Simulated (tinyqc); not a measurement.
Dose and depth of a threshold implant.

Problem. A sheet of D acceptors per cm^2 lies at depth xi inside the depleted layer of a body doped Na. In the depletion approximation VT = Vfb + f2 + q D/Cox + gamma sqrt(f2 + Vsb - q D xi/(eps0 eps_r)), gamma = sqrt(2 eps0 eps_r q Na)/Cox, Cox = eps0 eox/tox. Find gamma, D and xi.

Values chosen for this exercise; band and dielectric values close to those of 4H silicon carbide:

| symbol | value | unit | meaning |
|---|---|---|---|
| eps_r | 9.74 |  | relative permittivity |
| Na | 5.4e15 | cm^-3 | acceptor density deep in the body |
| eox | 3.9 |  | relative permittivity of the gate insulator (close to silicon dioxide) |
| tox | 1.8 | nm | insulator thickness |
| Vfb | -0.47 | V | flat-band voltage |
| f2 | 2.853 | V | band bending 2 phiF at threshold |

Constants: q = 1.602176634e-19 C, eps0 = 8.8541878128e-14 F/cm where lengths are in cm. Results are converted to the units shown.

VT against the source at Vsb = 0 and 1 V (V): [2.4561826, 2.4628155]

Answer. With y^2 = f2 - q D xi/(eps0 eps_r) and d the difference of the thresholds over gamma, sqrt(y^2 + Vsb) - y = d gives y = (Vsb - d^2)/(2 d). The first threshold then gives D, and y^2 gives xi.

gamma = 0.02014 V^0.5
D = 5.500e11 cm^-2
xi = 100.0 nm

Computed by the program tinyqc: `OMP_NUM_THREADS=1 python tinyqc.py 2080024 2080025 out.jsonl`, one thread of a shared Intel Xeon 2.30GHz, about 0.6 s for the whole run.
